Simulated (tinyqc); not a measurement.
Standing waves and exposure in a photoresist film, step by step. Values are carried at full precision from step to step, so a last printed digit may differ when a step is redone from the rounded ones.

Normal incidence from air. Unexposed resist: N1 = n1 + i k1 with k1 = (A + B) lam/(4 pi), lam in micrometres. r01 = (1 - N1)/(1 + N1), t01 = 2/(1 + N1). Substrate Ns = ns + i ks: r12 = (N1 - Ns)/(N1 + Ns). With p = exp(2 pi i N1 d/lam), the field at depth z is E(z) = t01 [exp(2 pi i N1 z/lam) + r12 p^2 exp(-2 pi i N1 z/lam)]/(1 + r01 r12 p^2), the relative intensity I(z) = n1 |E(z)|^2 and the reflectance R = |(r01 + r12 p^2)/(1 + r01 r12 p^2)|^2.

Values chosen for the exercise (a resist on W, indices near tabulated ones; the results hold for these values, not for the real material):
- lam = 193 nm (vacuum wavelength)
- n1 = 1.714 (resist index)
- A = 0 1/micrometre (bleachable absorption (Dill A))
- B = 0.64 1/micrometre (fixed absorption (Dill B))
- d = 143 nm (resist thickness)
- ns = 1.305 (substrate n)
- ks = 3.008 (substrate k)
- C = 0.03 cm^2/mJ (exposure rate (Dill C))
- D = 30 mJ/cm^2 (incident dose)
- Ld = 20 nm (diffusion length of the post-exposure bake)

## Interface coefficients

Form N1, r01, t01 and r12.

N1 = 1.71400+0.00983i
r01 = -0.2631-0.0027i
t01 = 0.7369-0.0027i
r12 = -0.4288-0.5645i
|r12|^2 = 0.5025

Next to the bottom the intensity swings by a factor ((1 + |r12|)/(1 - |r12|))^2 = 34.5 between antinode and node.

## Round trip and reflectance

Form p^2, the denominator and R; the period of the standing wave is lam/(2 n1).

p^2 = -0.8840-0.2265i
1 + r01 r12 p^2 = 0.9355-0.1575i
R = 0.3915
period = 56.30 nm

The film holds 2.54 periods.

## Intensity and exposure over the lowest period

Nine depths from d - period to d. Without bleaching during the exposure the share of unexposed compound is m = exp(-C D I).

Profile:
```
z (nm)      I      m
86.7    0.627  0.569
93.7    0.108  0.908
100.8   0.366  0.720
107.8   1.248  0.325
114.8   2.236  0.134
121.9   2.750  0.084
128.9   2.488  0.107
136.0   1.601  0.237
143.0   0.609  0.578
```

I runs from 0.108 to 2.750 on these points, so m runs from 0.084 to 0.908; the least exposed point listed lies 49.3 nm above the bottom.

## Smoothing by the bake

Gaussian diffusion of length Ld multiplies a cosine of period L by exp(-2 pi^2 Ld^2/L^2). Give that factor, and the Ld that leaves 10 %.

factor = 0.0828
Ld for 10 % = 19.23 nm

## Checks

- R against the transfer-matrix product: both 0.39147.
- Absorption (A + B) d times the mean of I against 1 - R - T: both 0.145.

Program tinyqc; command `OMP_NUM_THREADS=1 python tinyqc.py 1652735 1652736 out.jsonl`; about 0.01 s on one thread of a shared Intel(R) Xeon(R) Processor @ 2.30GHz.
